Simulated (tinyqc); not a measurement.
Thin film between two gates, subbands and threshold shift from confinement: one step of the calculation.

Undoped body with a flat potential across it, hard walls, transport along x. Three valley pairs (g = 2 each) with the longitudinal mass along x, y or z. Non-parabolicity enters the subband edges through E (1 + al E) = gamma, so E = 2 gamma/(1 + sqrt(1 + 4 al gamma)); motion within a subband is taken as parabolic with the band-edge mass. Energies are counted from the bulk band edge.

Problem. Lowest subbands. gamma = C (pi k/(t + dl))^2/mz, C = hbar^2/(2 m0). List the 6 lowest, labelled by valley axis and quantum numbers, with degeneracy g and N_k: N_k = g sqrt(mx my) m0 kB T/(pi hbar^2).

Inputs (values chosen for the exercise); masses close to those of silicon:
```
symbol  value  unit                                                meaning
T         300     K                                            temperature
ml      0.901    m0                                      longitudinal mass
mt      0.191    m0                                        transverse mass
al        0.5  1/eV                                       non-parabolicity
t         5.5    nm                               film thickness (along z)
dl        0.2    nm  widening of the box by penetration into the insulator
```

Constants: q = 1.602176634e-19 C, kB = 1.380649e-23 J/K, hbar = 1.054571817e-34 J s, m0 = 9.1093837015e-31 kg, Vt = kB T/q, hbar^2/(2 m0) = 0.0380998212 eV nm^2. Results are converted to the units shown.

Wanted: E_k; g; N_k.

Solution.

| subband | E_k (eV) | g | N_k (cm^-2) |
|---|---|---|---|
| z1 | 0.01276 | 2 | 4.125e12 |
| z2 | 0.05013 | 2 | 4.125e12 |
| x1 | 0.05886 | 2 | 8.960e12 |
| y1 | 0.05886 | 2 | 8.960e12 |
| z3 | 0.1096 | 2 | 4.125e12 |
| z4 | 0.1879 | 2 | 4.125e12 |

Numbers from tinyqc (`OMP_NUM_THREADS=1 python tinyqc.py 2350068 2350069 out.jsonl`; about 0.06 s on one thread of a shared Intel Xeon 2.30GHz).
